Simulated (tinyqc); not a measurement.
Critical temperature from a phonon spectrum: McMillan, Allen-Dynes and the linearised Eliashberg equation: one step, computed by the program tinyqc. Command: `OMP_NUM_THREADS=1 python tinyqc.py 3002698 3002699 out.jsonl eliashberg walk`. One thread of a shared host (Intel(R) Xeon(R) Processor @ 2.30GHz), about 0.01 s of CPU time with the checks.

alpha^2 F(omega) = sum_i (lambda_i omega_i/2) delta(omega - omega_i), so that lambda = 2 int alpha^2 F/omega d omega = sum_i lambda_i.

Problem. Largest eigenvalue of the small kernel. K is the kernel of the linearised Eliashberg equation on the Matsubara points omega_n = (2n + 1) pi k_B T; T_c is where its largest eigenvalue rho is zero. Diagonalise K; at rho = 0 the eigenvector c is the gap function Delta_n/omega_n up to a factor; away from it Delta_n/Delta_0 = (2n + 1) c_n/c_0 is only an estimate.

Inputs (values chosen for the exercise, for a model metal): trial temperature = 12.7 K.

Peaks in alpha^2 F: three.

K:
```
,1,2,3
1,-0.189607,1.385607,0.648432
2,1.385607,-5.084256,1.030257
3,0.648432,1.030257,-8.425086
```

Give: largest eigenvalue rho; Delta_n/Delta_0.

Solution.

largest eigenvalue rho = 0.26772

Delta_n/Delta_0: [1.0000, 0.8389, 0.5387]

rho > 0: in this small matrix the trial temperature lies below T_c.
